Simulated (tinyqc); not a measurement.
Square-lattice Ising model by mean field, Bethe lattice, transfer matrix, exact enumeration and Monte Carlo steps: one step, computed by the program tinyqc. Command: `OMP_NUM_THREADS=1 python tinyqc.py 3000753 3000754 out.jsonl ising walk`. One thread of a shared host (Intel(R) Xeon(R) Processor @ 2.30GHz), about 0.01 s of CPU time with the checks.

H = -J sum over nearest pairs s_i s_j, s = +-1, no field, periodic boundaries; energies per site are in J. As a lattice gas or an alloy, s marks which species holds the site.

Task: Free energy and correlation length of the strip. With the eigenvalues l1 > l2: -f/(k_B T) = ln(l1)/w per site; xi = 1/ln(l1/l2) rows.

Inputs (values chosen for the exercise, for a model lattice): temperature T = 1150 K; strip width w = 2.

T, lower triangle (symmetric):
```
          ++       +-       -+        --
++  12.31247
+-   1.00000  1.00000
-+   1.00000  0.08122  1.00000
--   1.00000  1.00000  1.00000  12.31247
```

Give: three largest eigenvalues; -f/(k_B T); correlation length xi.

Result:

three largest eigenvalues: 13.63  11.31  0.92

-f/(k_B T) = 1.306

correlation length xi = 5.363
